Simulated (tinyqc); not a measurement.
# Worked calculation: fully depleted semiconductor-on-insulator film with two gates, non-linear Poisson equation by Newton steps

Program tinyqc, `OMP_NUM_THREADS=1 python tinyqc.py 2190137 2190138 out.jsonl`; Intel Xeon 2.30GHz, shared host, one thread, about 0.4 s. Printed values are rounded.

One dimension across the film, front interface at x = 0, back interface at x = ts. psi is counted from the intrinsic level, n = ni exp(psi/Vt) (source grounded), holes neglected, acceptors ionised. Gates act through Cox = eps0 eox/tox and Cbox = 3.9 eps0/tb with potentials G1 = Vg - (phiM - chi - Vt ln(Nc/ni)) and G2 = Vb - (phiB - chi - Vt ln(Nc/ni)). Classical Boltzmann densities, no interface charge, no depletion in the back plane.

Inputs (values chosen for the exercise); band and dielectric values close to those of germanium: temperature T = 300 K; band gap Eg = 0.668 eV; relative permittivity eps_r = 16.1; conduction-band density of states at T Nc = 1.05e19 cm^-3; valence-band density of states at T Nv = 6.07e18 cm^-3; electron affinity chi = 4 eV; relative permittivity of the gate insulator (close to silicon dioxide) eox = 3.9; insulator thickness tox = 4.4 nm; film thickness ts = 5.3 nm; buried-oxide thickness (eps_r 3.9) tb = 140 nm; acceptor density of the film Na = 1e15 cm^-3; work function of the front gate phiM = 4.52 eV; work function of the back plane phiB = 4.5 eV; back-gate voltage Vb = 0 V; front-gate voltage Vg = 0.73 V.

Constants: q = 1.602176634e-19 C, kB = 1.380649e-23 J/K, Vt = kB T/q, eps0 = 8.8541878128e-14 F/cm where lengths are in cm. Results are converted to the units shown.

Range of the model: In so thin a film or at such density quantum confinement moves the charge away from the interfaces and raises the threshold.

## Capacitances and gate potentials

ni = sqrt(Nc Nv) exp(-Eg/(2 Vt)), Eg in volts; Cox, Cbox, G1, G2 as defined; Cs = eps0 eps_r/ts; a = eps0 eps_r/h with h = ts/11; coupling ratio of a depleted film Cs Cbox/(Cox (Cs + Cbox)).

ni = 1.955402e13 cm^-3
Cox = 0.7848030 uF/cm^2
Cbox = 0.02466524 uF/cm^2
Cs = 2.689668 uF/cm^2
a = 29.58635 uF/cm^2
G1 = 0.5510837 V
G2 = -0.1589163 V
coupling ratio = 0.03114298

## Iteration 1: density, residual and Jacobian diagonal

| node | psi at the start (V) |
|---|---|
| 0 | 0.2 |
| 1 | 0.2 |
| 2 | 0.2 |
| 3 | 0.2 |
| 4 | 0.2 |
| 5 | 0.2 |
| 6 | 0.2 |
| 7 | 0.2 |
| 8 | 0.2 |
| 9 | 0.2 |
| 10 | 0.2 |
| 11 | 0.2 |

Nodes 0 to 11, h = ts/11, box widths w = h (h/2 at both ends), a = eps0 eps_r/h. F_i = a (psi_(i+1) - 2 psi_i + psi_(i-1)) - q w_i (n_i + Na); F_0 = a (psi_1 - psi_0) + Cox (G1 - psi_0) - q w_0 (n_0 + Na); F_11 = a (psi_10 - psi_11) + Cbox (G2 - psi_11) - q w_11 (n_11 + Na). Diagonal b_i = -2 a - q w_i n_i/Vt, with -a - Cox and -a - Cbox in place of -2 a at the ends.

| node | n (cm^-3) | residual F (C/cm^2) | diagonal b (F/cm^2) |
|---|---|---|---|
| 0 | 4.478041e16 | 2.753548e-7 | -3.037784e-5 |
| 1 | 4.478041e16 | -3.534055e-10 | -5.918608e-5 |
| 2 | 4.478041e16 | -3.534055e-10 | -5.918608e-5 |
| 3 | 4.478041e16 | -3.534055e-10 | -5.918608e-5 |
| 4 | 4.478041e16 | -3.534055e-10 | -5.918608e-5 |
| 5 | 4.478041e16 | -3.534055e-10 | -5.918608e-5 |
| 6 | 4.478041e16 | -3.534055e-10 | -5.918608e-5 |
| 7 | 4.478041e16 | -3.534055e-10 | -5.918608e-5 |
| 8 | 4.478041e16 | -3.534055e-10 | -5.918608e-5 |
| 9 | 4.478041e16 | -3.534055e-10 | -5.918608e-5 |
| 10 | 4.478041e16 | -3.534055e-10 | -5.918608e-5 |
| 11 | 4.478041e16 | -9.029459e-9 | -2.961770e-5 |

## Iteration 1: Newton step

Solve a d_(i-1) + b_i d_i + a d_(i+1) = -F_i for all nodes. Each component d is damped to sign(d) Vt ln(1 + |d|/Vt) before it is added.

| node | Newton step d, before damping (V) | psi after iteration 1 (V) |
|---|---|---|
| 0 | 0.2763364 | 0.2635613 |
| 1 | 0.2744221 | 0.2633971 |
| 2 | 0.2726437 | 0.2632435 |
| 3 | 0.2710006 | 0.2631008 |
| 4 | 0.2694918 | 0.2629691 |
| 5 | 0.2681168 | 0.2628484 |
| 6 | 0.2668749 | 0.2627390 |
| 7 | 0.2657656 | 0.2626408 |
| 8 | 0.2647883 | 0.2625540 |
| 9 | 0.2639427 | 0.2624787 |
| 10 | 0.2632283 | 0.2624149 |
| 11 | 0.2626448 | 0.2623627 |

## Course of the Newton iteration

Stop when the largest undamped |d| is below 1e-9 V, or after 80 iterations.

Course of the iteration:

| iteration | largest \|F\| (C/cm^2) | largest \|d\| (V) |
|---|---|---|
| 1 | 2.75e-7 | 0.276 |
| 2 | 2.19e-7 | 0.0823 |
| 3 | 1.47e-7 | 0.0175 |
| 4 | 5.08e-8 | 3.02e-3 |
| 5 | 3.83e-9 | 1.34e-4 |
| 6 | 1.04e-11 | 2.96e-7 |
| 7 | 5.25e-17 | 1.46e-12 |

Converged in 7 iterations.

## Electron sheet density, centroid and oxide fields

| node | converged psi (V) |
|---|---|
| 0 | 0.3169329 |
| 1 | 0.3112602 |
| 2 | 0.3064521 |
| 3 | 0.3023618 |
| 4 | 0.2988845 |
| 5 | 0.2959430 |
| 6 | 0.2934796 |
| 7 | 0.2914510 |
| 8 | 0.2898243 |
| 9 | 0.2885751 |
| 10 | 0.2876856 |
| 11 | 0.2871436 |

n_i = ni exp(psi_i/Vt); N_inv = sum w_i n_i with w = ts/11, halved at the ends; centroid sum w n x/N_inv; fields (G1 - psi_0)/tox and (G2 - psi_11)/tb.

| node | n (cm^-3) |
|---|---|
| 0 | 4.125480e18 |
| 1 | 3.312661e18 |
| 2 | 2.750453e18 |
| 3 | 2.347964e18 |
| 4 | 2.052460e18 |
| 5 | 1.831719e18 |
| 6 | 1.665237e18 |
| 7 | 1.539560e18 |
| 8 | 1.445673e18 |
| 9 | 1.377477e18 |
| 10 | 1.330886e18 |
| 11 | 1.303273e18 |

N_inv = 1.077753e12 cm^-2
centroid = 2.120270 nm
field in the front oxide = 0.5321608 MV/cm
field in the buried oxide = -0.03186142 MV/cm

The centroid lies at 0.40 of the film, so the electrons fill the film, with n at the back 0.316 times that at the front. A 400-interval mesh gives N_inv = 1.077e12 cm^-2; this mesh is 0.068 % above it.
